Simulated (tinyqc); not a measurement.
Inside a calculation. Model: vacuum evaporation: vapour pressure, source flux, thickness distribution, purity and step coverage. Computed by tinyqc, a small Python program that keeps every step. Command: `OMP_NUM_THREADS=1 python tinyqc.py 3111678 3111679 out.jsonl evap walk`. One thread of a shared host (Intel(R) Xeon(R) Processor @ 2.30GHz), about 0.01 s of CPU time with the checks. Intermediate numbers are printed to about 6 digits and carried at full precision; extremes and crossings named in words are read from the listed rows.

Molecular flow, unit sticking of the metal, no re-evaporation. The background gas is taken as water vapour (18.015 g/mol, collision diameter 0.37 nm) at 300 K.

Inputs (values chosen for the exercise, modelled on germanium, with constants for the liquid):
```
quantity                         value    unit
molar mass M                     72.63   g/mol
film density rho                  5.32  g/cm^3
vapour-pressure constant A       10.69       -
vapour-pressure constant B       17480       K
source temperature T              1680       K
source area                        1.4    cm^2
directionality n                     3       -
source-to-wafer distance h          43      cm
wafer radius R                      10      cm
source offset from the axis s/h   0.67       -
background pressure p            5e-05      Pa
sticking of background gas         0.1       -
aspect ratio of a trench           1.3       -
```

Constants: u = 1.6605390666e-27 kg; k_B = 1.380649e-23 J/K; R = 8.314462618 J/(mol K).

## Vapour pressure and flux

log10(p_v/Pa) = A - B/T; flux from the surface Phi = p_v/sqrt(2 pi m k_B T), m = M u. Mass loss = Phi x area x m; heat of evaporation = ln(10) R B; d ln Phi/dT = ln(10) B/T^2 - 1/(2 T).

vapour pressure p_v = 1.92858 Pa

flux Phi = 1.45469e+18 1/(cm^2 s)

mass loss = 0.884229 g/h

heat of evaporation = 334.650 kJ/mol

change of flux per kelvin = 1.39630 %/K

Holding the rate to 1 % needs the temperature to about 0.72 K.

## Rate and uniformity on a fixed wafer above the source

A small source emits (n + 1) Phi area cos^n(phi)/(2 pi) per solid angle; on a parallel plane at height h and lateral distance l the arrival rate is (n + 1) Phi area/(2 pi h^2) x (1 + (l/h)^2)^(-(n + 3)/2). Growth rate = arrival rate x m/rho, m = M u. The wafer is fixed and centred above the source.

arrival rate at the centre = 7.01198e+14 1/(cm^2 s)

growth rate at the centre = 0.158962 nm/s

edge over centre = 0.853837

non-uniformity (max - min)/(max + min) = 7.88432 %

share of the material that lands on the wafer, 1 - (1 + (R/h)^2)^(-(n + 1)/2) = 9.99842 %

## Offset source and rotation

Rotating wafer, source offset by s and facing upwards: thickness at radius r is the mean over the angle a of (1 + (r^2 + s^2 - 2 r s cos a)/h^2)^(-(n + 3)/2), by 360 equal steps; non-uniformity (max - min)/(max + min) over 21 radii from 0 to R.

centre thickness relative to an axial source = 0.328764

edge over centre, rotating = 1.02140

non-uniformity, rotating = 1.05885 %

## Choosing the offset

The curvature at the centre vanishes at s/h = sqrt(2/(n + 3)).

Against the offset:
```
s/h  centre thickness  edge over centre  non-uniformity (%)
0.0           1.00000           0.85384             7.88432
0.2           0.88900           0.87780             6.50789
0.4           0.64066           0.93648             3.28023
0.5           0.51200           0.96996             1.52479
0.6           0.39754           1.00161             0.11187
0.7           0.30230           1.02914             1.43605
0.8           0.22671           1.05139             2.50508
0.9           0.16864           1.06816             3.29559
1.1           0.09265           1.08732             4.18342
```

The best row, s/h = 0.6, has 0.11 % against 7.9 % on the axis, at the price of a rate lower by a factor 2.52; the small-wafer optimum is sqrt(2/(n + 3)) = 0.58.

## Scattering and purity

Mean free path lambda = k_B T_g/(sqrt2 pi d^2 p); unscattered share exp(-h/lambda); gas arrival p/sqrt(2 pi m_g k_B T_g); impurity ratio = sticking x gas arrival/metal arrival; monolayer time = 1e15 cm^-2/(sticking x gas arrival).

mean free path = 136.197 m

unscattered share = 0.996848

gas arrival rate = 1.79199e+14 1/(cm^2 s)

impurity ratio = 0.0255562

monolayer time = 55.8038 s

## A trench at the wafer edge

Fixed wafer, axial point source, trench running tangentially at r = R: the beam arrives at tan(a) = R/h. Shadowed share of the floor = aspect ratio x tan(a) (at most 1); the wall facing the source grows at tan(a) times the field rate, the other wall not at all.

angle a = 13.0919 degrees

shadowed share of the floor = 0.302326

wall over field thickness = 0.232558

Checks made by the program: share on the wafer by quadrature (relative difference 5e-09).
